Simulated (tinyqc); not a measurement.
Phase-change memory cell, resistance drift and retention: two steps of the calculation.

The amorphous state follows Ra = R0 (t/t0)^nu exp[(q Ec/kB)(1/T - 1/(300 K))], with nu taken as independent of T. An intermediate level follows the logarithmic mixing rule ln R = (1 - fa) ln Rc + fa ln Ra with constant Rc. The time to lose the data by crystallisation is tr = tx exp[(q Ex/kB)(1/T - 1/Tx)]; 1 year = 3.15576e7 s. These are empirical laws.

Values chosen for this exercise; values of the order found in chalcogenide phase-change cells:
```
symbol  value  unit                                            meaning
R0        8.1  Mohm  resistance of the amorphous state at t0 and 300 K
t0          1     s                                     reference time
nu      0.114                                           drift exponent
Ec       0.18    eV                    activation energy of conduction
Ex        2.8    eV               activation energy of crystallisation
Tx        498     K                              temperature of a bake
tx         25     s                   time to crystallise in that bake
T         398     K                              operating temperature
t         1e6     s                                   time of the read
fa       0.56                 amorphous share of an intermediate level
Rc         50  kohm                resistance of the crystalline state
```

Constants: q = 1.602176634e-19 C, kB = 1.380649e-23 J/K. Results are converted to the units shown.

Question 1. Resistances at the read. Ra and the intermediate level as above; its effective drift exponent is fa nu.

Find: drift factor; temperature factor; Ra; intermediate level; effective exponent.

Answer 1.

drift factor = 4.831
temperature factor = 0.1801
Ra = 7.046 Mohm
intermediate level = 0.7987 Mohm
effective exponent = 0.06384

Question 2. Retention. tr at T; the ten-year temperature solves tr = 10 years: 1/T10 = 1/Tx + (kB/(q Ex)) ln(10 years/tx).

Wanted: tr; T10; loss of tr per kelvin, q Ex/(kB T^2).

Answer 2.

tr = 10.434 years
T10 = 398.21 K
loss of tr per kelvin, q Ex/(kB T^2) = 20.513 %/K

T lies 0.207 K below T10, so ten years are met.

Numbers from tinyqc (`OMP_NUM_THREADS=1 python tinyqc.py 2880101 2880102 out.jsonl`; about 0.01 s on one thread of a shared Intel Xeon 2.30GHz).
